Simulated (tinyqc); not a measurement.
What moves the count of states: density of states of one tight-binding band of a chain.

E(k) = -2 t cos(2 pi k) - 2 t2 cos(4 pi k); k in fractions of the reciprocal vectors, mesh k_i = j/N with j = 0 .. N-1. Densities are per cell and per spin, so the band holds one state.

Each interval of the mesh is a segment with E linear in k: n = (E - e1)/(e2 - e1), g = 1/(e2 - e1) between its end values.

Gaussian broadening: g(E) = mean over the mesh of exp(-(E - E_k)^2/(2 sigma^2))/(sigma sqrt(2 pi)), n(E) = mean of erfc((E_k - E)/(sigma sqrt 2))/2.

Values chosen for the exercise:
- t = 1.89 eV (nearest hopping)
- t2 = 0.26 eV (second hopping)
- E = -3.02 eV (energy at which the density is wanted)
- sigma = 0.378 eV (Gaussian width)

Linear method and Gaussian sum with N = 400.

Results for these values:

| case | n linear | g linear (1/eV) | n Gaussian | g Gaussian (1/eV) |
|---|---|---|---|---|
| base | 0.2191 | 0.0935 | 0.2169 | 0.0966 |

What happens to each result for E = -2.831 eV, all else kept?

Answer: n linear rises from 0.2191 to 0.2362; g linear falls from 0.0935 to 0.0884; n Gaussian rises from 0.2169 to 0.2346; g Gaussian falls from 0.0966 to 0.0910.

The same for each parameter in turn:

| case | n linear | g linear (1/eV) | n Gaussian | g Gaussian (1/eV) |
|---|---|---|---|---|
| base | 0.2191 | 0.0935 | 0.2169 | 0.0966 |
| t = 2.079 eV | 0.2436 | 0.0814 | 0.2423 | 0.0828 |
| E = -2.831 eV | 0.2362 | 0.0884 | 0.2346 | 0.0910 |
| sigma = 0.756 eV | 0.2191 | 0.0935 | 0.2091 | 0.1038 |
| t2 = 0.355 eV | 0.2221 | 0.0831 | 0.2206 | 0.0854 |

Program tinyqc; command `OMP_NUM_THREADS=1 python tinyqc.py 1651288 1651289 out.jsonl`; about 0.01 s on one thread of a shared Intel(R) Xeon(R) Processor @ 2.30GHz.
